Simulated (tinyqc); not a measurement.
Schottky barrier with interface states (Cowley-Sze model), image lowering and contact resistance. Changing the donor density N. Computed by tinyqc, a small Python program. Command: `OMP_NUM_THREADS=1 python tinyqc.py 3015366 3015367 out.jsonl pinning sweep`. One thread of a shared host (Intel(R) Xeon(R) Processor @ 2.30GHz), about 0.02 s of CPU time with the checks.

An n-type semiconductor under a metal. The barrier lies between the Schottky-Mott limit phi_M - chi and the Bardeen limit E_g - E_n, E_n being the neutrality level of the interface states; the space-charge term of the full Cowley-Sze expression is left out.

Inputs (values chosen for the exercise, with gap, mass and screening modelled on CdS):
```
quantity,value,unit
gap E_g,2.51,eV
electron affinity chi,4.25,eV
metal work function phi_M,4.76,eV
neutrality level E_n above the valence band,1.7,eV
interface-state density D,4e+12,cm^-2 eV^-1
dipole layer thickness delta,0.47,nm
dipole layer constant eps_i,1,-
dielectric constant eps_s,8.93,-
electron mass m_e,0.195,m_0
valleys M_c,1,-
temperature T,200,K
reverse bias V_r,1.6,V
```

Pinning factor from: interface states.

Constants: e = 1.602176634e-19 C; eps_0 = 8.8541878128e-12 F/m; k_B = 8.617333262e-05 eV/K; m_0 = 9.1093837015e-31 kg; k_B = 1.380649e-23 J/K; h = 6.62607015e-34 J s; hbar = 1.054571817e-34 J s.

Method:
- S = 1/(1 + e^2 D delta/(eps_i eps_0)); for D per eV, e^2 D is the number e x D in SI units, with 1 cm^-2 = 1e4 m^-2.
- phi_B = S (phi_M - chi) + (1 - S)(E_g - E_n); the hole barrier is E_g - phi_B.
- N_c = 2 M_c (2 pi m_e k_B T/h^2)^(3/2); xi = E_c - E_F solves N = N_c F_1/2(-xi/k_B T) (bisection; full ionisation).
- F_1/2(eta) = (2/sqrt(pi)) int_0^infinity sqrt(x)/(1 + exp(x - eta)) dx, by the trapezoid rule in t = sqrt(x) with step 0.02 up to t = 12 (for eta < -12 by exp(eta) - exp(2 eta)/2^(3/2)).
- V_bi = phi_B - xi; W = sqrt(2 eps_s eps_0 (V_bi + V_r - k_B T/e)/(e N)); field at the metal E_m = e N W/(eps_s eps_0); image lowering sqrt(e E_m/(4 pi eps_s eps_0)).
- A* = 4 pi e m_e M_c k_B^2/h^3 (a simple valley count); J_s = A* T^2 exp(-phi/k_B T).
- J_0 uses phi_B; the reverse current uses phi_B less the image lowering, times 1 - exp(-V_r/k_B T).
- E_00 = (e hbar/2) sqrt(N/(m_e eps_s eps_0)), E_0 = E_00 coth(E_00/k_B T); scaling form of the contact resistivity rho_c = (k_B/(e A* T)) exp(phi_B/E_0), which is the thermionic result when E_00 << k_B T and keeps only the leading exponential of tunnelling when E_00 >> k_B T; image lowering is left out of it.

One run for each value:
```
donor density N (cm^-3),depletion width W (nm),image lowering (eV),contact resistivity rho_c (ohm cm^2),E_00/k_B T,thermionic reverse current (A/cm^2)
1.00e+15,1.421e+03,0.0216,1.075e+07,2.582e-02,5.554e-09
5.00e+15,6.400e+02,0.0323,1.043e+07,5.773e-02,1.038e-08
2.00e+16,3.218e+02,0.0459,9.323e+06,1.155e-01,2.276e-08
1.00e+17,1.449e+02,0.0688,5.191e+06,2.582e-01,8.617e-08
5.00e+17,6.525e+01,0.1032,3.863e+05,5.773e-01,6.357e-07
3.00e+18,2.690e+01,0.1624,3.500e+01,1.414e+00,1.967e-05
1.00e+19,1.491e+01,0.2207,8.334e-03,2.582e+00,5.803e-04
6.00e+19,6.354e+00,0.3530,3.984e-06,6.323e+00,1.246e+00
3.00e+20,3.145e+00,0.5552,2.038e-07,1.414e+01,1.560e+05
```

Over the rows, depletion width W (nm) falls from 1420 to 3.15 (exponent d ln y / d ln x -0.50 between the first rows and -0.44 between the last); image lowering (eV) rises from 0.0216 to 0.555 (exponent d ln y / d ln x 0.25 between the first rows and 0.28 between the last); contact resistivity rho_c (ohm cm^2) falls from 1.08e7 to 2.04e-7 (exponent d ln y / d ln x -0.019 between the first rows and -1.8 between the last). At the low end the exponent of depletion width W is -0.50, close to -0.50: W goes as N^(-1/2). The exponent of image lowering stays between 0.25 and 0.28, near 0.25: the lowering goes as the root of the field, N^(1/4). At the low end the exponent of contact resistivity rho_c is -0.02, close to 0: thermionic emission does not depend on doping.

Caution (rows 5.00e17, 3.00e18, 1.00e19, 6.00e19, 3.00e20): E_00 = (e hbar/2) sqrt(N/(m_e eps_s eps_0)) is above 0.3 k_B T, so tunnelling through the barrier adds to the thermionic currents, most of all under reverse bias. Caution (rows 5.00e17, 3.00e18, 1.00e19, 6.00e19, 3.00e20): outside the thermionic regime the prefactor of rho_c is only an order-of-magnitude estimate. Caution (rows 3.00e18, 1.00e19, 6.00e19, 3.00e20): the semiconductor is degenerate: the k_B T/e term in W and the parabolic band are then rough. Caution (rows 1.00e19, 6.00e19, 3.00e20): the field is near or above breakdown for such a gap, so avalanche or tunnelling current would take over. Caution (rows 1.00e19, 6.00e19, 3.00e20): the image lowering is a large part of the barrier, so these depletion and emission formulas are rough. Caution (rows 1.00e19, 6.00e19, 3.00e20): the field is near breakdown.

Extremes, crossings and ranges named in words are read from the listed rows.
